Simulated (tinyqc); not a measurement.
What moves the distortion: Peierls distortion of a half-filled chain.

Atoms move by +/- u, so bonds change by -/+ 2u and hoppings are t +/- 2 al u. Bands E = -/+ sqrt((2 t cos x)^2 + D^2 sin^2 x) with D = 4 al u, x = k a in (0, pi/2); the gap is 2D. Energy per atom at zero temperature: E(u) = -mean_x sqrt(...) + 2 K u^2; exactly, the mean is (4t/pi) E(1 - z^2), z = D/2t, E the complete elliptic integral of the second kind with parameter m. Coupling lambda = 2 al^2/(pi t K).

Parameters, chosen for this exercise: t = 2.17 eV (hopping of the even chain); al = 3.6 eV/angstrom (change of hopping with bond length); K = 11.8 eV/angstrom^2 (spring constant of a bond).

Exact means.

One parameter was then changed.

Results before and after:
```
case     lambda  u0 (angstrom)  gap (eV)  E(u0) - E(0) (meV)
base     0.3222         0.1053     3.032              -76.37
changed  0.3552         0.1193     3.608             -105.42
```

Which of these changes was made? (a) K = 12.39 eV/angstrom^2; (b) t = 2.279 eV; (c) al = 3.78 eV/angstrom.
Answer: (c) al = 3.78 eV/angstrom. Of the candidates, run in turn, only this one gives the changed row.

All candidates:
```
case                     lambda  u0 (angstrom)  gap (eV)  E(u0) - E(0) (meV)
base                     0.3222         0.1053     3.032              -76.37
t = 2.279 eV             0.3068         0.1009     2.907              -67.59
al = 3.78 eV/angstrom    0.3552         0.1193     3.608             -105.42
K = 12.39 eV/angstrom^2  0.3069         0.0962     2.769              -64.40
```

Program tinyqc; command `OMP_NUM_THREADS=1 python tinyqc.py 1650531 1650532 out.jsonl`; about 0.07 s on one thread of a shared Intel(R) Xeon(R) Processor @ 2.30GHz.
